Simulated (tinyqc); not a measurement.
One-dimensional ballistic tunnel FET, two-band WKB: one step of the calculation.

A p-type source for x < 0 with its Fermi level at 0 and its valence edge at ds; in the channel the bands fall as D exp(-x/lam) towards their flat values, with the conduction edge at Ec = ds - dP and D = dP + Eg. The gate moves dP one to one. The drain Fermi level lies at -Vd and the drain side reflects nothing. For w = E - Ec between 0 and dP an electron crosses the gap. Two-band dispersion with equal masses m: inside the gap kappa = sqrt(m u (1 - u/Eg)/C), u the distance from a band edge, C = hbar^2/(2 m0).

Task. Current on a coarse grid. S(w) = 2 lam int_0^Eg kappa(u) du/(w + Eg - u) = 2 pi lam sqrt(m/(C Eg)) [w + Eg/2 - sqrt(w (w + Eg))], T(w) = exp(-S). I = g (2 q^2/h) int_0^dP T(w) [f(E) - f(E + Vd)] dw, E = ds - dP + w, f(x) = 1/(1 + exp(x/Vt)). Simpson's rule on nE equally spaced points.

Inputs (values chosen for the exercise); band and dielectric values close to those of indium phosphide:
- T = 300 K (temperature)
- Eg = 1.35 eV (band gap)
- m = 0.081 m0 (band-edge mass of the two-band model)
- lam = 3.9 nm (screening length of the source junction)
- ds = 0.07 eV (source valence edge above the source Fermi level)
- Vd = 0.1 V (drain bias)
- g = 2 (number of degenerate subbands (spin apart))
- dP = 0.25 eV (tunnelling window Ev(source) - Ec(channel))
- nE = 13 (points of the energy grid)

Constants: q = 1.602176634e-19 C, kB = 1.380649e-23 J/K, hbar = 1.054571817e-34 J s, h = 6.62607015e-34 J s, m0 = 9.1093837015e-31 kg, Vt = kB T/q, hbar^2/(2 m0) = 0.0380998212 eV nm^2. Results are converted to the units shown.

Find: w; T(w); difference of the f; I.

Result.

```
point  w (eV)       T(w)  difference of the f
0      0.0000  9.669e-10              0.04239
1      0.0208   9.206e-8              0.08995
2      0.0417   4.414e-7               0.1803
3      0.0625   1.314e-6               0.3264
4      0.0833   3.076e-6               0.5090
5      0.1042   6.194e-6               0.6675
6      0.1250   1.123e-5               0.7443
7      0.1458   1.885e-5               0.7168
8      0.1667   2.979e-5               0.5923
9      0.1875   4.486e-5               0.4126
10     0.2083   6.495e-5               0.2436
11     0.2292   9.097e-5               0.1268
12     0.2500   1.239e-4              0.06113
```

I = 3.089e-4 uA

Computed by the program tinyqc: `OMP_NUM_THREADS=1 python tinyqc.py 2620045 2620046 out.jsonl`, one thread of a shared Intel Xeon 2.30GHz, about 0.01 s for the whole run.
